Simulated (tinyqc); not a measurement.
Programming of a floating-gate cell by Fowler-Nordheim tunnelling: one step of the calculation.

Per tunnel area the floating gate has Ctun = 3.9 eps0/tox to the channel (0 V) and Ccg to the control gate, Ct = Ctun/(1 - ag), no other coupling. With the threshold shift U = -Q/Ccg the field is F = ag (Vg - U)/tox, and dU/dt = J/Ccg. Fowler-Nordheim: J = A F^2 exp(-B/F), A = q^2/(16 pi^2 hbar mo phi) (times 1e14 for A/cm^2 with F in V/nm, emitter mass m0), B = (4/3) sqrt(mo/C) phi^1.5, C = hbar^2/(2 m0).

Task. Explicit time steps against the exact solution. U(new) = U + dt J(F(U))/Ccg. Exact: exp(B/F(t)) = exp(B/F(0)) + K t, K = A B ag/(Ccg tox), and U = Vg - tox F/ag.

Values chosen for this exercise; oxide values close to those of silicon dioxide: tunnel barrier phi = 3.04 eV; tunnelling mass mo = 0.4 m0; tunnel oxide thickness tox = 9.9 nm; coupling ratio Ccg/Ct ag = 0.64; threshold shift at the start Vt0 = -2.7 V; control-gate voltage Vg = 16.2 V; time step dt = 0.15 us; steps n = 12.

Constants: q = 1.602176634e-19 C, hbar = 1.054571817e-34 J s, m0 = 9.1093837015e-31 kg, eps0 = 8.8541878128e-14 F/cm where lengths are in cm, hbar^2/(2 m0) = 0.0380998212 eV nm^2. Results are converted to the units shown.

Give: t; F; J; U by steps; U exact.

Result.

```
step   t (us)  F (V/nm)  J (A/cm^2)  U by steps (V)  U exact (V)
0           0    1.2218      1.3726         -2.7000      -2.7000
1     0.15000    1.2004     0.94755         -2.3680      -2.4173
2     0.30000    1.1855     0.72822         -2.1388      -2.2032
3     0.45000    1.1741     0.59227         -1.9626      -2.0317
4     0.60000    1.1649     0.49922         -1.8193      -1.8890
5     0.75000    1.1571     0.43137         -1.6986      -1.7671
6     0.90000    1.1503     0.37964         -1.5942      -1.6608
7      1.0500    1.1444     0.33887         -1.5024      -1.5668
8      1.2000    1.1391     0.30589         -1.4204      -1.4826
9      1.3500    1.1343     0.27867         -1.3464      -1.4064
10     1.5000    1.1300     0.25582         -1.2790      -1.3368
11     1.6500    1.1260     0.23637         -1.2171      -1.2729
12     1.8000    1.1223     0.21961         -1.1599      -1.2137
```

Range of the model: Programming fields of 10 MV/cm and more wear the oxide; trapping and the channel potential are ignored.

Computed by the program tinyqc: `OMP_NUM_THREADS=1 python tinyqc.py 2130011 2130012 out.jsonl`, one thread of a shared Intel Xeon 2.30GHz, about 0.01 s for the whole run.
